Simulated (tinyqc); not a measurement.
Capacitance measurement on a leaky thin oxide: effects of series resistance and leakage: one step of the calculation.

The device is a capacitance C in parallel with a leakage conductance G, in series with Rs and Ls. An impedance meter reports either a parallel pair (Cp, Gp) from Y = 1/Z = Gp + i w Cp or a series pair (Cs, Rm) from Z = Rm + 1/(i w Cs); w = 2 pi f, dissipation D = Gp/(w |Cp|).

Problem. What the meter reports. Z = Rs + i w Ls + 1/(G + i w C).

Values chosen for this exercise; values of the order met in thin-oxide MOS capacitors:

| symbol | value | unit | meaning |
|---|---|---|---|
| Rs | 130 | ohm | series resistance |
| Ls | 0 | nH | series inductance |
| f | 50000 | Hz | measuring frequency |

C = 8.2441120 pF
G = 64 uS

Wanted: Z; Cp; Gp; Cs; D.

Solution.

Z = (1.5729-0.0631i) x 1e4 ohm
Cp = 8.1086 pF
Gp = 63.473 uS
Cs = 5042.3 pF
D = 24.917

Cp is 1.6 % below C and Cs is 612 times it; G Rs = 0.00832, w C Rs = 3.37e-4 and G/(w C) = 24.7.

tinyqc, about 0.01 s, one thread, Intel Xeon 2.30GHz (shared host): `OMP_NUM_THREADS=1 python tinyqc.py 2022134 2022135 out.jsonl`
